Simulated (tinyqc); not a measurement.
Band offset of a heterojunction with an interface dipole (two-band chains, self-consistent charge): one step. Levels and site charges. Five cases, with inputs chosen for the exercise.

Problem. Diagonalise, fill the lower half with two electrons each, and sum the electrons on the left (L) less one a site.

Give: levels; electrons on the sites; q.

Case 1.

H (eV), lower triangle:
```
           AL1        CL1        AL2        CL2        AL3        CL3        AR1        CR1        AR2        CR2
AL1  -1.575000
CL1  -2.600000   1.575000
AL2          0  -2.600000  -1.575000
CL2          0          0  -2.600000   1.575000
AL3          0          0          0  -2.600000  -1.575000
CL3          0          0          0          0  -2.600000   1.575000
AR1          0          0          0          0          0  -2.120849  -5.565000
CR1          0          0          0          0          0          0  -1.730000   3.105000
AR2          0          0          0          0          0          0          0  -1.730000  -5.565000
CR2          0          0          0          0          0          0          0          0  -1.730000   3.105000
AR3          0          0          0          0          0          0          0          0          0  -1.730000
CR3   2.120849          0          0          0          0          0          0          0          0          0

           AR3       CR3
AR3  -5.565000
CR3  -1.730000  3.105000
```

Solution.

levels (eV): -6.7567  -6.3978  -5.8521  -4.9012  -3.6283  -2.2045  2.0249  3.0798  3.6405  3.9486  4.5140  5.1527

electrons on the sites: AL1 1.5558, CL1 0.5133, AL2 1.4947, CL2 0.4940, AL3 1.4707, CL3 0.3981, AR1 1.8518, CR1 0.1192, AR2 1.8805, CR2 0.1204, AR3 1.8849, CR3 0.2166

q = -0.0734 electrons

Electrons move to the right, the side whose mid-gap lies lower.

Case 2.

H (eV), lower triangle:
```
           AL1        CL1        AL2        CL2        AR1        CR1        AR2       CR2
AL1  -0.535000
CL1  -2.790000   0.535000
AL2          0  -2.790000  -0.535000
CL2          0          0  -2.790000   0.535000
AR1          0          0          0  -2.125982  -1.425000
CR1          0          0          0          0  -1.620000   0.865000
AR2          0          0          0          0          0  -1.620000  -1.425000
CR2   2.125982          0          0          0          0          0  -1.620000  0.865000
```

Solution.

levels (eV): -4.9036  -3.7900  -2.2256  -1.7687  1.4853  1.8048  3.4254  4.8523

electrons on the sites: AL1 1.2269, CL1 0.7664, AL2 1.2094, CL2 0.7329, AR1 1.4587, CR1 0.5289, AR2 1.4920, CR2 0.5847

q = -0.0643 electrons

Electrons move to the right, the side whose mid-gap lies lower.

Case 3.

H (eV), lower triangle:
```
           AL1        CL1        AL2        CL2        AL3        CL3        AR1        CR1        AR2        CR2
AL1  -0.685000
CL1  -2.300000   0.685000
AL2          0  -2.300000  -0.685000
CL2          0          0  -2.300000   0.685000
AL3          0          0          0  -2.300000  -0.685000
CL3          0          0          0          0  -2.300000   0.685000
AR1          0          0          0          0          0  -2.269802  -1.475000
CR1          0          0          0          0          0          0  -2.240000   0.675000
AR2          0          0          0          0          0          0          0  -2.240000  -1.475000
CR2          0          0          0          0          0          0          0          0  -2.240000   0.675000
AR3          0          0          0          0          0          0          0          0          0  -2.240000
CR3   2.269802          0          0          0          0          0          0          0          0          0

           AR3       CR3
AR3  -1.475000
CR3  -2.240000  0.675000
```

Solution.

levels (eV): -4.8155  -4.5755  -3.6040  -3.4642  -1.8651  -1.4531  1.2185  1.3201  3.0727  3.1763  4.1550  4.4348

electrons on the sites: AL1 1.2891, CL1 0.6847, AL2 1.2863, CL2 0.6843, AL3 1.2889, CL3 0.6535, AR1 1.4126, CR1 0.6109, AR2 1.4144, CR2 0.6111, AR3 1.4135, CR3 0.6506

q = -0.1132 electrons

Electrons move to the right, the side whose mid-gap lies lower.

Case 4.

H (eV), lower triangle:
```
           AL1        CL1        AL2        CL2        AR1        CR1        AR2       CR2
AL1  -0.695000
CL1  -1.650000   0.695000
AL2          0  -1.650000  -0.695000
CL2          0          0  -1.650000   0.695000
AR1          0          0          0  -1.742412  -0.795000
CR1          0          0          0          0  -1.840000   1.475000
AR2          0          0          0          0          0  -1.840000  -0.795000
CR2   1.742412          0          0          0          0          0  -1.840000  1.475000
```

Solution.

levels (eV): -3.2473  -3.1262  -1.5331  -1.3707  1.5376  1.9710  3.3048  3.8239

electrons on the sites: AL1 1.4143, CL1 0.6444, AL2 1.3865, CL2 0.6423, AR1 1.4124, CR1 0.5292, AR2 1.4435, CR2 0.5275

q = 0.0874 electrons

Electrons move to the left, the side whose mid-gap lies lower.

Case 5.

H (eV), lower triangle:
```
           AL1        CL1        AL2        CL2        AR1        CR1        AR2       CR2
AL1  -0.550000
CL1  -2.340000   0.550000
AL2          0  -2.340000  -0.550000
CL2          0          0  -2.340000   0.550000
AR1          0          0          0  -2.344995  -0.140000
CR1          0          0          0          0  -2.350000   0.540000
AR2          0          0          0          0          0  -2.350000  -0.140000
CR2   2.344995          0          0          0          0          0  -2.350000  0.540000
```

Solution.

levels (eV): -4.3328  -4.1866  -1.8392  -1.6586  1.8927  2.0065  4.3898  4.5281

electrons on the sites: AL1 1.2062, CL1 0.8153, AL2 1.2066, CL2 0.8281, AR1 1.1359, CR1 0.8422, AR2 1.1355, CR2 0.8302

q = 0.0562 electrons

Electrons move to the left, the side whose mid-gap lies lower.

Computed by tinyqc, one run a case: `OMP_NUM_THREADS=1 python tinyqc.py N N+1 out.jsonl` with N = 1451488, 1451792, 1452048, 1452090, 1452417; one thread of a shared Intel(R) Xeon(R) Processor @ 2.30GHz, about 0.5 s a run at most.
